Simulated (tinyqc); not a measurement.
# FinFET, parasitic resistance, capacitance and delay: effects of single changes

Nf fins under one contact; each has gated perimeter p = 2 Hf + Wf and cross-section A = Hf Wf; contact width Wc = Nf pf, stack height Hs = Hf. Contact length Lc = CPP - Lg - 2 Lsp, shared by two neighbouring gates. Source and drain sides are equal. The formulas are first-order estimates, not field solutions.

Values chosen for this exercise; values close to those of silicon logic devices: temperature T = 300 K; number of fins Nf = 4; fin height Hf = 42 nm; fin width Wf = 8 nm; fin pitch pf = 30 nm; contacted gate pitch CPP = 60 nm; gate length Lg = 12 nm; spacer length Lsp = 7 nm; relative permittivity of the spacer ks = 3.3; gate height above the channel stack Hc = 25 nm; contact resistivity rc = 1.5e-9 ohm cm^2; resistivity of the source-drain epitaxy re = 0.0002 ohm cm; current-carrying depth of the epitaxy te = 25 nm; resistivity of the extension rx = 0.00069 ohm cm; gate overlap Lov = 2 nm; inversion capacitance Cinv = 2.6 uF/cm^2; injection velocity vx = 9.7e6 cm/s; apparent mobility mu = 240 cm^2/(V s); threshold at zero drain voltage VT = 0.29 V; barrier lowering dl = 0.077 V/V; subthreshold factor n = 1.23; wire load Cw = 0.39 fF; supply voltage Vdd = 0.8 V.

Constants: q = 1.602176634e-19 C, kB = 1.380649e-23 J/K, eps0 = 8.8541878128e-12 F/m, Vt = kB T/q. Results are converted to the units shown.

Each table varies one quantity; the others keep the values above.

## Effect of the relative permittivity of the spacer

Epitaxy sheet resistance Rsh = re/te, transfer length LT = sqrt(rc/Rsh), contact Rc = [sqrt(rc Rsh)/Wc] coth(Lc/(2 LT)); extension of one fin Rx = rx Lsp/A. With N fins: gate Cg = Cinv p N Lg; per side, plate Cp = ks eps0 [Wc (Hs + Hc) - N A]/Lsp, top fringe Cf = (2/pi) ks eps0 Wc ln(1 + Lg/(2 Lsp)), overlap Co = Cinv p N Lov. One fin: I = p Q vx u/(1 + |u|^1.8)^(1/1.8), Q = Cinv n Vt ln(1 + exp((Vg' - VT + dl Vd')/(n Vt))), u = Vd' mu/(vx Lg), Vg' = Vgs - v, Vd' = Vds - 2 v, with the drop on each side v = Rc (sum of I) + Rx I. Ieff = [I(Vgs = Vdd, Vds = Vdd/2) + I(Vdd/2, Vdd)]/2, total currents. With Cs = Cp + Cf + Co, the load of an inverter of two such devices driving an equal one is CL = 2 (Cg + 2 Cs) + 4 Cs + Cw (own drains counted twice for the Miller effect); delay CL Vdd/(2 Ieff).

The same in every row: Rc (ohm) = 77.27; Rx/N (ohm) = 35.94; Ieff (uA) = 290.7.

Effect of the relative permittivity of the spacer:

| ks | CL (aF) | delay (ps) |
|---|---|---|
| 1 | 843.8 | 1.161 |
| 2 | 914.9 | 1.259 |
| 3 | 986.0 | 1.357 |
| 4 | 1057 | 1.455 |
| 5.5 | 1164 | 1.602 |
| 7 | 1270 | 1.748 |

What does the comparison show?

As ks goes from 1 to 7, Ieff stays at 291 uA, CL rises from 844 to 1270 aF and the delay rises from 1.16 to 1.75 ps.

## Effect of the fin pitch

Same model as above.

The same in every row: Rx/N (ohm) = 35.94.

Effect of the fin pitch:

| pf (nm) | Rc (ohm) | Ieff (uA) | CL (aF) | delay (ps) |
|---|---|---|---|---|
| 18 | 128.8 | 276.2 | 895.6 | 1.297 |
| 22 | 105.4 | 282.6 | 932.8 | 1.320 |
| 26 | 89.16 | 287.2 | 970.1 | 1.351 |
| 30 | 77.27 | 290.7 | 1007 | 1.386 |
| 36 | 64.39 | 294.4 | 1063 | 1.444 |
| 44 | 52.68 | 298.0 | 1138 | 1.527 |

As pf goes from 18 to 44 nm, Ieff rises from 276 to 298 uA, CL rises from 896 to 1140 aF and the delay rises from 1.30 to 1.53 ps.

Program tinyqc, `OMP_NUM_THREADS=1 python tinyqc.py 2170010 2170011 out.jsonl`; Intel Xeon 2.30GHz, shared host, one thread, about 0.02 s.
